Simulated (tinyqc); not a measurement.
Worked calculation: UKS/exchange-only LDA in the sto-3g basis, for H4, spin multiplicity 3. This run ends on a higher stationary point, not on the lowest solution. Computed by tinyqc, a small Python program that keeps every step (integrals from PySCF). Settings: charge = 0, multiplicity = 3, basis = sto-3g, energy threshold = 1e-10, iteration cap = 55, orthogonalisation = canonical, start = core, DIIS depth = 4, method = UKS, functional = Slater exchange alone, grid = [20, 26]. Command: `OMP_NUM_THREADS=1 python tinyqc.py 20404 20405 out.jsonl` (the two numbers bound the seeds that draw the settings). One thread of a shared host (Intel(R) Xeon(R) Processor @ 2.60GHz), about 2 s of CPU time with the checks. Later iterations appear only in the table of the cycle.

## One-electron integrals

Geometry (angstrom):
```
atom         x         y         z
H     0.000000  0.000000  0.000000
H     0.000000  0.000000  1.672000
H     0.000000  0.000000  3.233000
H     0.000000  0.000000  4.905000
```

Basis sto-3g: exponents (1/bohr^2) and contraction coefficients of normalised primitives:
```
element  l (shell)  exponent  coefficient
H            s (1)  3.425251     0.154329
H            s (1)  0.623914     0.535328
H            s (1)  0.168855     0.444635
```

Overlap, kinetic and nuclear-attraction integrals over the contracted functions; the nuclear repulsion is the sum of Za Zb / Rab.

nuclear repulsion = 1.40723107 hartree

overlap S, order 1H 1s, 2H 1s, 3H 1s, 4H 1s:
```
[[1.000000, 0.199536, 0.011029, 0.000144],
 [0.199536, 1.000000, 0.235135, 0.011029],
 [0.011029, 0.235135, 1.000000, 0.199536],
 [0.000144, 0.011029, 0.199536, 1.000000]]
```

kinetic energy T (hartree), order 1H 1s, 2H 1s, 3H 1s, 4H 1s:
```
[[0.760032, -0.001399, -0.004784, -0.000146],
 [-0.001399, 0.760032, 0.004955, -0.004784],
 [-0.004784, 0.004955, 0.760032, -0.001399],
 [-0.000146, -0.004784, -0.001399, 0.760032]]
```

nuclear attraction V (hartree), order 1H 1s, 2H 1s, 3H 1s, 4H 1s:
```
[[-1.814076, -0.314871, -0.016659, -0.000214],
 [-0.314871, -2.044137, -0.401874, -0.016659],
 [-0.016659, -0.401874, -2.044137, -0.314871],
 [-0.000214, -0.016659, -0.314871, -1.814076]]
```

core Hamiltonian H = T + V (hartree), order 1H 1s, 2H 1s, 3H 1s, 4H 1s:
```
[[-1.054044, -0.316270, -0.021443, -0.000360],
 [-0.316270, -1.284105, -0.396920, -0.021443],
 [-0.021443, -0.396920, -1.284105, -0.316270],
 [-0.000360, -0.021443, -0.316270, -1.054044]]
```

## Two-electron integrals

Functions are numbered as in S; the eight-fold symmetry (ij|kl) = (ji|kl) = (kl|ij) leaves the list below.

Two-electron integrals (ij|kl) in chemists' order, unique and non-zero (hartree):
```
(11|11) 0.774606   (21|11) 0.101978   (21|21) 0.021790   (22|11) 0.313013
(22|21) 0.101978   (22|22) 0.774606   (31|11) 0.003700   (31|21) 0.000980
(31|22) 0.005971   (31|31) 0.000055   (32|11) 0.051676   (32|21) 0.015742
(32|22) 0.123920   (32|31) 0.001145   (32|32) 0.030966   (33|11) 0.163677
(33|21) 0.045012   (33|22) 0.333540   (33|31) 0.003700   (33|32) 0.123920
(33|33) 0.774606   (41|11) 0.000031   (41|21) 0.000009   (41|22) 0.000067
(41|31) 6.47e-07   (41|32) 0.000017   (41|33) 0.000067   (41|41) 9.46e-09
(42|11) 0.001813   (42|21) 0.000502   (42|22) 0.003700   (42|31) 0.000038
(42|32) 0.001145   (42|33) 0.005971   (42|41) 6.47e-07   (42|42) 0.000055
(43|11) 0.026158   (43|21) 0.006690   (43|22) 0.045012   (43|31) 0.000502
(43|32) 0.015742   (43|33) 0.101978   (43|41) 0.000009   (43|42) 0.000980
(43|43) 0.021790   (44|11) 0.107885   (44|21) 0.026158   (44|22) 0.163677
(44|31) 0.001813   (44|32) 0.051676   (44|33) 0.313013   (44|41) 0.000031
(44|42) 0.003700   (44|43) 0.101978   (44|44) 0.774606
```

## Orthogonalisation

S = U s U^T; canonical form X = U s^(-1/2), so that X^T S X = 1. Each column of U has its largest component positive (the first on a tie).

eigenvalues of S: [0.660235, 0.876511, 1.104487, 1.358768]

X, order 1H 1s, 2H 1s, 3H 1s, 4H 1s:
```
[[-0.422328, 0.651308, 0.588285, 0.307143],
 [0.760884, -0.382415, 0.326527, 0.523110],
 [-0.760884, -0.382415, -0.326527, 0.523110],
 [0.422328, 0.651308, -0.588285, 0.307143]]
```

## Starting guess

The start is the orbitals of the core Hamiltonian; D(s) = C_occ C_occ^T for each spin.

D(alpha) at the start, order 1H 1s, 2H 1s, 3H 1s, 4H 1s:
```
[[0.611589, 0.112352, -0.289152, 0.425490],
 [0.112352, 0.853004, -0.013235, -0.289152],
 [-0.289152, -0.013235, 0.853004, 0.112352],
 [0.425490, -0.289152, 0.112352, 0.611589]]
```

D(beta) at the start, order 1H 1s, 2H 1s, 3H 1s, 4H 1s:
```
[[0.009517, 0.059875, 0.059875, 0.009517],
 [0.059875, 0.376693, 0.376693, 0.059875],
 [0.059875, 0.376693, 0.376693, 0.059875],
 [0.009517, 0.059875, 0.059875, 0.009517]]
```

## Iteration 1: exchange-correlation on the grid

Becke grid with 20 radial and 26 angular points per atom, points of zero weight dropped. rho = sum D_ij phi_i phi_j; V_xc,ij = sum w v_xc phi_i phi_j; v_xc is d(rho eps)/d rho(s) for spin s.

The 8 grid points with the largest w rho, of 2057 (bohr, atomic units):
```
x                y         z         w  rho(alpha)  rho(beta)     eps_xc  v_xc(alpha)
0.000000  0.000000  4.389832  0.230009    0.031567   0.026280  -0.286166    -0.392113
0.000000  0.000000  4.879275  0.230009    0.031567   0.026280  -0.286166    -0.392113
0.000000  0.000000  5.180528  0.133336    0.053286   0.035426  -0.332370    -0.466881
0.000000  0.000000  4.088579  0.133336    0.053286   0.035426  -0.332370    -0.466881
0.000000  0.000000  4.512573  0.221669    0.028011   0.024857  -0.277411    -0.376798
0.000000  0.000000  4.756534  0.221669    0.028011   0.024857  -0.277411    -0.376798
1.230210  0.000000  6.109485  0.300765    0.025334   0.013267  -0.255076    -0.364393
0.000000  1.230210  6.109485  0.300765    0.025334   0.013267  -0.255076    -0.364393
```

electrons on the grid, sum of w rho = 3.992239

E_xc = sum of w rho eps_xc = -1.16921093 hartree

V_xc(alpha) (hartree), order 1H 1s, 2H 1s, 3H 1s, 4H 1s:
```
[[-0.385240, -0.064351, -0.003255, -0.000040],
 [-0.064351, -0.433105, -0.081723, -0.003255],
 [-0.003255, -0.081723, -0.433105, -0.064351],
 [-0.000040, -0.003255, -0.064351, -0.385240]]
```

V_xc(beta) (hartree), order 1H 1s, 2H 1s, 3H 1s, 4H 1s:
```
[[-0.125520, -0.038859, -0.002515, -0.000034],
 [-0.038859, -0.346768, -0.069387, -0.002515],
 [-0.002515, -0.069387, -0.346768, -0.038859],
 [-0.000034, -0.002515, -0.038859, -0.125520]]
```

## Iteration 1: building the Kohn-Sham matrix

J_ij = sum D_kl (ij|kl) with D = D(alpha) + D(beta); F = H + J + V_xc; E = tr D H + tr D J / 2 + E_xc + E_nn.

Coulomb J (hartree), order 1H 1s, 2H 1s, 3H 1s, 4H 1s:
```
[[1.213505, 0.280922, 0.016617, 0.000222],
 [0.280922, 1.795093, 0.401280, 0.016617],
 [0.016617, 0.401280, 1.795093, 0.280922],
 [0.000222, 0.016617, 0.280922, 1.213505]]
```

F(alpha) (hartree), order 1H 1s, 2H 1s, 3H 1s, 4H 1s:
```
[[-0.225779, -0.099699, -0.008081, -0.000178],
 [-0.099699, 0.077882, -0.077363, -0.008081],
 [-0.008081, -0.077363, 0.077882, -0.099699],
 [-0.000178, -0.008081, -0.099699, -0.225779]]
```

F(beta) (hartree), order 1H 1s, 2H 1s, 3H 1s, 4H 1s:
```
[[0.033941, -0.074207, -0.007340, -0.000172],
 [-0.074207, 0.164220, -0.065027, -0.007340],
 [-0.007340, -0.065027, 0.164220, -0.074207],
 [-0.000172, -0.007340, -0.074207, 0.033941]]
```

total energy of this density = -1.52027545 hartree

## Iteration 1: diagonalisation and new density

Diagonalise F' = X^T F X, C = X C', fill 3 alpha and 1 beta electrons from the bottom; D(s) = C_occ C_occ^T. Each column has its largest component positive (the first on a tie).

F' = X^T F X (alpha) (hartree):
```
[[0.217044, 0.000000, 0.132491, 0.000000],
 [0.000000, -0.084172, 0.000000, -0.138734],
 [0.132491, 0.000000, -0.193443, 0.000000],
 [0.000000, -0.138734, 0.000000, -0.111615]]
```

orbital energies (alpha) (hartree): [-0.237305, -0.232492, 0.041517, 0.256093]

coefficients C (alpha), order 1H 1s, 2H 1s, 3H 1s, 4H 1s:
```
[[0.664913, 0.683681, -0.276460, -0.238788],
 [0.130915, 0.098100, 0.634623, 0.822156],
 [0.130915, -0.098100, 0.634623, -0.822156],
 [0.664913, -0.683681, -0.276460, 0.238788]]
```

F' = X^T F X (beta) (hartree):
```
[[0.363559, 0.000000, 0.055543, 0.000000],
 [0.000000, 0.138906, 0.000000, -0.062586],
 [0.055543, 0.000000, 0.021119, 0.000000],
 [0.000000, -0.062586, 0.000000, 0.008250]]
```

orbital energies (beta) (hartree): [-0.016892, 0.012335, 0.164047, 0.372343]

coefficients C (beta), order 1H 1s, 2H 1s, 3H 1s, 4H 1s:
```
[[0.527789, 0.647032, -0.489876, -0.325254],
 [0.342858, 0.203669, 0.549848, 0.802548],
 [0.342858, -0.203669, 0.549848, -0.802548],
 [0.527789, -0.647032, -0.489876, 0.325254]]
```

D(alpha) after iteration 1, order 1H 1s, 2H 1s, 3H 1s, 4H 1s:
```
[[0.985960, -0.021331, -0.155470, 0.051119],
 [-0.021331, 0.429508, 0.410261, -0.155470],
 [-0.155470, 0.410261, 0.429508, -0.021331],
 [0.051119, -0.155470, -0.021331, 0.985960]]
```

D(beta) after iteration 1, order 1H 1s, 2H 1s, 3H 1s, 4H 1s:
```
[[0.278561, 0.180957, 0.180957, 0.278561],
 [0.180957, 0.117552, 0.117552, 0.180957],
 [0.180957, 0.117552, 0.117552, 0.180957],
 [0.278561, 0.180957, 0.180957, 0.278561]]
```

## Iteration 2: exchange-correlation on the grid

As before.

The 8 grid points with the largest w rho, of 2057 (bohr, atomic units):
```
x                  y         z         w  rho(alpha)  rho(beta)     eps_xc  v_xc(alpha)
1.230210    0.000000  9.269107  0.300798    0.028593   0.008863  -0.262782    -0.379393
0.000000    1.230210  9.269107  0.300798    0.028593   0.008863  -0.262782    -0.379393
-1.230210   0.000000  9.269107  0.300798    0.028593   0.008863  -0.262782    -0.379393
0.000000   -1.230210  9.269107  0.300798    0.028593   0.008863  -0.262782    -0.379393
0.000000    1.230210  0.000000  0.300798    0.028593   0.008863  -0.262782    -0.379393
0.000000   -1.230210  0.000000  0.300798    0.028593   0.008863  -0.262782    -0.379393
-1.230210   0.000000  0.000000  0.300798    0.028593   0.008863  -0.262782    -0.379393
1.230210    0.000000  0.000000  0.300798    0.028593   0.008863  -0.262782    -0.379393
```

electrons on the grid, sum of w rho = 3.993795

E_xc = sum of w rho eps_xc = -1.13396604 hartree

V_xc(alpha) (hartree), order 1H 1s, 2H 1s, 3H 1s, 4H 1s:
```
[[-0.443053, -0.062515, -0.002947, -0.000036],
 [-0.062515, -0.364778, -0.072085, -0.002947],
 [-0.002947, -0.072085, -0.364778, -0.062515],
 [-0.000036, -0.002947, -0.062515, -0.443053]]
```

V_xc(beta) (hartree), order 1H 1s, 2H 1s, 3H 1s, 4H 1s:
```
[[-0.300877, -0.045204, -0.002099, -0.000025],
 [-0.045204, -0.253074, -0.049240, -0.002099],
 [-0.002099, -0.049240, -0.253074, -0.045204],
 [-0.000025, -0.002099, -0.045204, -0.300877]]
```

## Iteration 2: building the Kohn-Sham matrix

As before.

Coulomb J (hartree), order 1H 1s, 2H 1s, 3H 1s, 4H 1s:
```
[[1.472467, 0.268236, 0.013950, 0.000177],
 [0.268236, 1.387284, 0.309143, 0.013950],
 [0.013950, 0.309143, 1.387284, 0.268236],
 [0.000177, 0.013950, 0.268236, 1.472467]]
```

F(alpha) (hartree), order 1H 1s, 2H 1s, 3H 1s, 4H 1s:
```
[[-0.024630, -0.110549, -0.010440, -0.000219],
 [-0.110549, -0.261599, -0.159862, -0.010440],
 [-0.010440, -0.159862, -0.261599, -0.110549],
 [-0.000219, -0.010440, -0.110549, -0.024630]]
```

F(beta) (hartree), order 1H 1s, 2H 1s, 3H 1s, 4H 1s:
```
[[0.117546, -0.093237, -0.009593, -0.000208],
 [-0.093237, -0.149895, -0.137017, -0.009593],
 [-0.009593, -0.137017, -0.149895, -0.093237],
 [-0.000208, -0.009593, -0.093237, 0.117546]]
```

total energy of this density = -1.55031523 hartree

## Iteration 2: DIIS over 2 matrices

error matrix X^T (FDS - SDF) X (alpha):
```
[[0.000000, 0.000000, -0.116291, 0.000000],
 [0.000000, 0.000000, 0.000000, 0.000000],
 [0.116291, 0.000000, 0.000000, 0.000000],
 [0.000000, 0.000000, 0.000000, 0.000000]]
```

B (overlaps of the stored error matrices):
```
[[1.3499634e-01, -9.1213946e-02],
 [-9.1213946e-02, 1.0231448e-01]]
```

Minimise |sum c_i e_i|^2 with sum c_i = 1: solve [B -1; -1 0][c; lambda] = [0; -1] with B_ij = tr e_i^T e_j summed over both spins, and take F = sum c_i F_i.

DIIS coefficients: [0.461069, 0.538931]

extrapolated F(alpha) (hartree), order 1H 1s, 2H 1s, 3H 1s, 4H 1s:
```
[[-0.117373, -0.105546, -0.009352, -0.000200],
 [-0.105546, -0.105075, -0.121824, -0.009352],
 [-0.009352, -0.121824, -0.105075, -0.105546],
 [-0.000200, -0.009352, -0.105546, -0.117373]]
```

extrapolated F(beta) (hartree), order 1H 1s, 2H 1s, 3H 1s, 4H 1s:
```
[[0.078998, -0.084463, -0.008554, -0.000192],
 [-0.084463, -0.005066, -0.103825, -0.008554],
 [-0.008554, -0.103825, -0.005066, -0.084463],
 [-0.000192, -0.008554, -0.084463, 0.078998]]
```

## Iteration 2: diagonalisation and new density

As before.

F' = X^T F X (alpha) (hartree):
```
[[0.101241, 0.000000, 0.006961, 0.000000],
 [0.000000, -0.051643, 0.000000, -0.007562],
 [0.006961, 0.000000, -0.151442, 0.000000],
 [0.000000, -0.007562, 0.000000, -0.220205]]
```

orbital energies (alpha) (hartree): [-0.220543, -0.151634, -0.051304, 0.101432]

coefficients C (alpha), order 1H 1s, 2H 1s, 3H 1s, 4H 1s:
```
[[0.335967, 0.599683, 0.636919, -0.405982],
 [0.505482, 0.305467, -0.405429, 0.769581],
 [0.505482, -0.305467, -0.405429, -0.769581],
 [0.335967, -0.599683, 0.636919, 0.405982]]
```

F' = X^T F X (beta) (hartree):
```
[[0.240171, 0.000000, -0.037297, 0.000000],
 [0.000000, 0.127682, 0.000000, 0.033564],
 [-0.037297, 0.000000, 0.017546, 0.000000],
 [0.000000, 0.033564, 0.000000, -0.104506]]
```

orbital energies (beta) (hartree): [-0.109260, 0.011463, 0.132437, 0.246253]

coefficients C (beta), order 1H 1s, 2H 1s, 3H 1s, 4H 1s:
```
[[0.212759, 0.512641, 0.687949, -0.511507],
 [0.571574, 0.444734, -0.305267, 0.698410],
 [0.571574, -0.444734, -0.305267, -0.698410],
 [0.212759, -0.512641, 0.687949, 0.511507]]
```

D(alpha) after iteration 2, order 1H 1s, 2H 1s, 3H 1s, 4H 1s:
```
[[0.878159, 0.094783, -0.271584, 0.158920],
 [0.094783, 0.513195, 0.326574, -0.271584],
 [-0.271584, 0.326574, 0.513195, 0.094783],
 [0.158920, -0.271584, 0.094783, 0.878159]]
```

D(beta) after iteration 2, order 1H 1s, 2H 1s, 3H 1s, 4H 1s:
```
[[0.045266, 0.121607, 0.121607, 0.045266],
 [0.121607, 0.326697, 0.326697, 0.121607],
 [0.121607, 0.326697, 0.326697, 0.121607],
 [0.045266, 0.121607, 0.121607, 0.045266]]
```

## Iteration 9 (converged): orbitals

converged F(alpha) (hartree), order 1H 1s, 2H 1s, 3H 1s, 4H 1s:
```
[[-0.150190, -0.105746, -0.009144, -0.000196],
 [-0.105746, -0.068937, -0.113519, -0.009144],
 [-0.009144, -0.113519, -0.068937, -0.105746],
 [-0.000196, -0.009144, -0.105746, -0.150190]]
```

converged F(beta) (hartree), order 1H 1s, 2H 1s, 3H 1s, 4H 1s:
```
[[0.135090, -0.082909, -0.008655, -0.000194],
 [-0.082909, -0.036559, -0.108493, -0.008655],
 [-0.008655, -0.108493, -0.036559, -0.082909],
 [-0.000194, -0.008655, -0.082909, 0.135090]]
```

As before.

F' = X^T F X (alpha) (hartree):
```
[[0.122285, 0.000000, 0.036846, 0.000000],
 [0.000000, -0.066491, 0.000000, -0.038468],
 [0.036846, 0.000000, -0.168539, 0.000000],
 [0.000000, -0.038468, 0.000000, -0.202067]]
```

orbital energies (alpha) (hartree): [-0.212221, -0.173134, -0.056337, 0.126880]

coefficients C (alpha), order 1H 1s, 2H 1s, 3H 1s, 4H 1s:
```
[[0.463200, 0.636032, 0.551348, -0.346272],
 [0.408184, 0.229845, -0.503260, 0.795447],
 [0.408184, -0.229845, -0.503260, -0.795447],
 [0.463200, -0.636032, 0.551348, 0.346272]]
```

F' = X^T F X (beta) (hartree):
```
[[0.226995, 0.000000, -0.077474, 0.000000],
 [0.000000, 0.163245, 0.000000, 0.071121],
 [-0.077474, 0.000000, 0.051923, 0.000000],
 [0.000000, 0.071121, 0.000000, -0.112780]]
```

orbital energies (beta) (hartree): [-0.130028, 0.022562, 0.180493, 0.256355]

coefficients C (beta), order 1H 1s, 2H 1s, 3H 1s, 4H 1s:
```
[[0.144992, 0.400443, 0.705349, 0.603395],
 [0.598501, 0.574976, -0.248357, -0.595791],
 [0.598501, -0.574976, -0.248357, 0.595791],
 [0.144992, -0.400443, 0.705349, -0.603395]]
```

D(alpha) after iteration 9, order 1H 1s, 2H 1s, 3H 1s, 4H 1s:
```
[[0.923076, 0.057788, -0.234589, 0.114003],
 [0.057788, 0.472713, 0.367056, -0.234589],
 [-0.234589, 0.367056, 0.472713, 0.057788],
 [0.114003, -0.234589, 0.057788, 0.923076]]
```

D(beta) after iteration 9, order 1H 1s, 2H 1s, 3H 1s, 4H 1s:
```
[[0.021023, 0.086778, 0.086778, 0.021023],
 [0.086778, 0.358204, 0.358204, 0.086778],
 [0.086778, 0.358204, 0.358204, 0.086778],
 [0.021023, 0.086778, 0.086778, 0.021023]]
```

## Convergence

Stop when the energy changes by less than 1e-10 hartree and every element of the error matrix X^T (F D S - S D F) X (for each spin) is below 3e-06.

Course of the cycle:
```
iteration  E (hartree)     change  largest element of the error matrix
1          -1.52027545          -                             2.44e-01
2          -1.55031523  -3.00e-02                             1.94e-01
3          -1.69486988  -1.45e-01                             2.57e-02
4          -1.69887493  -4.01e-03                             2.42e-03
5          -1.69889565  -2.07e-05                             1.22e-03
6          -1.69890067  -5.02e-06                             5.51e-04
7          -1.69890181  -1.14e-06                             3.77e-06
8          -1.69890181  -1.02e-10                             1.96e-08
9          -1.69890181   3.11e-15                             3.12e-08
```

PySCF UKS in the same basis, fine grid, after a stability check = -1.70164129 hartree

Converged in 9 iterations. But the solution lies 0.00274 hartree above the reference: it is another stationary point, not the lowest one. Reruns (cap 100 unless said): DIIS 8: converged in 12 to a higher stationary point; damping 0.5: converged in 33 to a higher stationary point; level shift 0.5: converged in 33 to a higher stationary point; atomic densities as start, DIIS 8: converged in 14 to a higher stationary point.

## Populations, bond orders and dipole

Mulliken: Z minus the diagonal of D S on the atom; Loewdin: the same with S^(1/2) D S^(1/2); Mayer order: 2 sum_s sum (D(s) S)_ij (D(s) S)_ji over the two atoms.

Charges (e):
```
atom   Mulliken    Loewdin  Mulliken spin
1H     0.028666   0.027989       0.892738
2H    -0.028666  -0.027989       0.107262
3H    -0.028666  -0.027989       0.107262
4H     0.028666   0.027989       0.892738
```

Mayer bond orders:
```
pair     order
2-1   0.094935
3-1   0.094935
3-2   0.797802
4-1   0.012327
4-2   0.094935
4-3   0.094935
```

dipole moment about the origin, x y z (debye): [0.000000, 0.000000, 0.000000]

<S^2> of the determinant (pure state: 2) = 2.000000
